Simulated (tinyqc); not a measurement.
Worked calculation: RHF in the sto-6g basis, for BeH2, spin multiplicity 1. One step of it, computed by the program tinyqc.

Task: Iteration 2: DIIS coefficients. Solve [B -1; -1 0][c; lambda] = [0; -1] for the coefficients, which sum to one.

B (overlaps of the stored error matrices):
```
               1              2
1  6.4518544e-01  1.3296984e-01
2  1.3296984e-01  8.9182049e-02
```

Give: DIIS coefficients.

Result:

DIIS coefficients: -0.0935  1.0935
